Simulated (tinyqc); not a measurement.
Which pair of peaks is best: composition and strain of an epitaxial Si(1-x)Ge(x) layer from Raman and X-ray peaks. Computed by tinyqc, a small Python program. Command: `OMP_NUM_THREADS=1 python tinyqc.py 3015167 3015168 out.jsonl epiraman walk`. One thread of a shared host (Intel(R) Xeon(R) Processor @ 2.30GHz), about 0.01 s of CPU time with the checks.

A (001) layer, biaxially strained in the plane. The Raman peaks follow empirical lines omega = w0 + c1 x + c3 x^3 + b eps (c3 for Si-Ge alone), with eps the in-plane strain.

Inputs (values chosen for the exercise, modelled on silicon-germanium): Ge fraction x = 0.87; Si-Si: c1 = -69.2 1/cm; Si-Si: strain coefficient b = -778 1/cm; Si-Ge: c1 = 25.2 1/cm; Si-Ge: c3 = -31.6 1/cm; Si-Ge: strain coefficient b = -587 1/cm; Ge-Ge: c1 = 18.6 1/cm; Ge-Ge: strain coefficient b = -479 1/cm; uncertainty of a Raman peak = 0.3 1/cm.

Substrate: relaxed alloy buffer.

Method. For each pair invert J = [d omega/dx, d omega/d eps] at the true x. Independent errors of the given size in both peaks give sigma_x and sigma_eps = uncertainty x (norm of the rows of the inverse of J).

Error propagation:
```
pair               det J    sigma_x  sigma_eps (per mille)
Si-Si and Si-Ge   4.4013   0.066431                 5.6848
Si-Si and Ge-Ge  47.6176  0.0057561                0.45145
Si-Ge and Ge-Ge   33.218  0.0068425                0.45276
```

What does the comparison show, and why?

The pair Si-Si and Ge-Ge fixes x best (sigma_x = 0.0058) and Si-Si and Si-Ge worst (0.066), a factor 12. Strain moves all peaks the same way, so a good pair needs different ratios of composition slope to strain coefficient, best of opposite sign; the slopes here are -69.2, -46.6 and 18.6 per cm for Si-Si, Si-Ge and Ge-Ge. Errors in the coefficients themselves are not counted.

Extremes, crossings and ranges named in words are read from the listed rows.
